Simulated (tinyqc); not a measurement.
Worked calculation: static screening by free carriers. Values are carried at full precision from step to step, so a last printed digit may differ when a step is redone from the rounded ones.

kF = (3 pi^2 n/Mv)^(1/3), EF = c kF^2/m with c = hbar^2/2m0, n in 1/angstrom^3 (1e-24 per 1/cm^3), e2 = e^2/(4 pi eps0). Thomas-Fermi: qTF^2 = 6 pi e2 n/(eps EF). Debye: qD^2 = 4 pi e2 n/(eps kB T).

Constants: hbar^2/2m0 = 3.80998211 eV angstrom^2; e^2/(4 pi eps0) = 14.39964547 eV angstrom; kB = 8.617333262e-05 eV/K; a0 (Bohr radius) = 0.5291772105 angstrom.

Values chosen for the exercise (a free-electron density near that of Cu; not measured data): n = 8.23e+22 1/cm^3 (carrier density); m = 1 m0 (mass of one isotropic valley); Mv = 1 (valleys); eps = 1 (background dielectric constant); T = 300 K; q = 4.4 1/angstrom (wave vector).

## Fermi and screening wave vectors

Also the effective Bohr radius aB = a0 eps/m and rs = (3/(4 pi n))^(1/3)/aB.

kF = 1.3457 1/angstrom
EF at 0 K = 6899 meV
EF/kT = 267
qTF = 1.7994 1/angstrom
qD = 24.001 1/angstrom
aB = 0.5292 angstrom
rs = 2.70

The gas is degenerate, so the Thomas-Fermi value applies. With rs above 1 exchange and correlation, left out here, are not small.

## Lindhard function at one q

Lindhard at zero temperature: eps(q)/eps = 1 + (qTF/q)^2 L(x), x = q/(2 kF), L(x) = 1/2 + ((1 - x^2)/(4x)) ln|(1 + x)/(1 - x)|.

Compare with Thomas-Fermi, 1 + (qTF/q)^2.

x = 1.6349
L(x) = 0.1360
eps(q)/eps, Lindhard = 1.023
eps(q)/eps, Thomas-Fermi = 1.167

The carriers respond with 14 % of their long-wave strength at this q, beyond 2 kF, where no pair of states on the Fermi surface is joined by q.

## Checks

- L(x) at x = 0.7 against the integral over the Fermi sphere: both 0.81595.

Computed by tinyqc, a small Python program: `OMP_NUM_THREADS=1 python tinyqc.py 1650461 1650462 out.jsonl` (the numbers bound the seed that draws the inputs); one thread of a shared host (Intel(R) Xeon(R) Processor @ 2.30GHz), about 0.01 s for the whole set of steps.
